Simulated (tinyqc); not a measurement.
## Free and trapped electrons in a MOS channel with a dense trap tail: effect of the decay energy of the tail

p-type body, charge-sheet picture, full ionisation (an idealisation for deep acceptors), Boltzmann statistics for free electrons. e = Ec - EF at the surface. Acceptor-like traps of density D(E) = D0 + De exp(-E/Ew) at depth E below Ec, from 0 to Eu, hold n_t = integral of D(E)/(1 + exp((e - E)/Vt)). psi = Eg - Vt ln(Nv/Na) - e; N_dep = sqrt(2 eps0 eps_r Na (psi - Vt)/q); n_f = sqrt(N_dep^2 + 2 eps0 eps_r Vt Nc exp(-e/Vt)/q) - N_dep; Vg = Vfb + psi + q (N_dep + n_t + n_f)/Cox, Cox = eps0 eox/tox.

VT is the Vg for n_f = 1e11 cm^-2; swing ln 10 n_f/(dn_f/dVg) at n_f = 1e8 cm^-2; the last three columns are for Vg = VT + 4.2 V, with free share n_f/(n_f + n_t) and field-effect mobility mf q (dn_f/dVg)/Cox; there EF is near the band edge, where Boltzmann statistics are rough.

Inputs (values chosen for the exercise); band and dielectric values close to those of 4H silicon carbide: temperature T = 475 K; band gap Eg = 3.31 eV; relative permittivity eps_r = 9.53; conduction-band density of states at T Nc = 3.37e19 cm^-3; valence-band density of states at T Nv = 5.02e19 cm^-3; relative permittivity of the insulator eox = 3.9; insulator thickness tox = 53 nm; acceptor density Na = 8.3e15 cm^-3; flat-band voltage without trapped charge Vfb = -2.91 V; constant background density of acceptor-like traps D0 = 1.4e11 cm^-2 eV^-1; density of the tail at the conduction edge De = 3.6e13 cm^-2 eV^-1; depth below Ec down to which the traps reach Eu = 0.63 eV; mobility of free electrons mf = 85 cm^2/(V s).

Constants: q = 1.602176634e-19 C, kB = 1.380649e-23 J/K, Vt = kB T/q, eps0 = 8.8541878128e-14 F/cm where lengths are in cm. Results are converted to the units shown.

Effect of the decay energy of the tail:

| Ew (eV) | e at VT (eV) | VT (V) | q n_t/Cox at VT (V) | swing (mV/decade) | n_f (cm^-2) | free share (%) | field-effect mobility (cm^2/(V s)) |
|---|---|---|---|---|---|---|---|
| 0.03 | 0.2009 | 1.492 | 0.2060 | 149.7 | 1.387e12 | 76.12 | 66.81 |
| 0.05 | 0.2009 | 1.666 | 0.3799 | 151.5 | 1.156e12 | 60.86 | 57.68 |
| 0.07 | 0.2009 | 2.038 | 0.7518 | 164.0 | 9.674e11 | 47.07 | 50.22 |
| 0.09 | 0.2009 | 2.611 | 1.325 | 201.8 | 8.257e11 | 36.00 | 44.19 |
| 0.11 | 0.2009 | 3.351 | 2.065 | 273.2 | 7.210e11 | 27.75 | 39.35 |
| 0.13 | 0.2009 | 4.210 | 2.924 | 377.8 | 6.431e11 | 21.79 | 35.47 |
| 0.15 | 0.2009 | 5.143 | 3.858 | 510.4 | 5.841e11 | 17.53 | 32.34 |
| 0.17 | 0.2009 | 6.117 | 4.831 | 663.8 | 5.387e11 | 14.44 | 29.80 |

As Ew goes from 0.03 to 0.17, VT rises from 1.49 to 6.12 V, its part due to traps rises from 0.206 to 4.83 V, the swing rises from 150 to 664 mV/decade and the field-effect mobility falls from 66.8 to 29.8 cm^2/(V s).

Computed by the program tinyqc: `OMP_NUM_THREADS=1 python tinyqc.py 2222009 2222010 out.jsonl`, one thread of a shared Intel Xeon 2.30GHz, about 0.02 s for the whole run.
